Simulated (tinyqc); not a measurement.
On-chip interconnect, size-dependent resistivity and RC delay: one step of the calculation.

A rectangular line between two neighbours and two ground planes. Surface and grain-boundary scattering are added to the bulk resistivity as corrections; capacitances are parallel-plate values without fringing; inductance is ignored.

Task. Resistivity, resistance and capacitance per length. Metal width x = wd - 2 tl, height y = AR wd - tl; grain boundaries (Mayadas-Shatzkes): al = (lam/(gr x)) Rg/(1 - Rg), g = 1/[1 - 3 al/2 + 3 al^2 - 3 al^3 ln(1 + 1/al)] - 1; surfaces (Fuchs-Sondheimer, thick limit): s = (3/8) lam (1 - ps)(1/x + 1/y); rho = rho0 (1 + g + s); r = rho/(x y); c = eps0 ek (2 wd/hd + 2 Mf AR wd/sp).

Parameters, values chosen for the exercise; metal values close to those of copper:
```
symbol  value     unit                                             meaning
rho0     1.67  uohm cm                                    bulk resistivity
lam        40       nm                                 bulk mean free path
ps        0.5                         specular share of surface scattering
Rg       0.52                   reflection coefficient of grain boundaries
gr          1                              grain size over the metal width
wd         96       nm                                    drawn line width
AR        2.5                              aspect ratio, height over width
tl        1.2       nm  liner on both walls and the bottom, not conducting
sp        190       nm                     space to the neighbouring lines
hd        170       nm     dielectric height to the planes above and below
ek        2.5                      relative permittivity of the dielectric
Mf          0                              Miller factor of the neighbours
```

Constants: eps0 = 8.8541878128e-12 F/m. Results are converted to the units shown.

Find: x; y; al; g; s; rho; r; c.

Result.

x = 93.600 nm
y = 238.80 nm
al = 0.46296
g = 0.65003
s = 0.11154
rho = 2.9418 uohm cm
r = 1.3161 ohm/um
c = 0.025000 fF/um

tinyqc, about 0.01 s, one thread, Intel Xeon 2.30GHz (shared host): `OMP_NUM_THREADS=1 python tinyqc.py 2100018 2100019 out.jsonl`
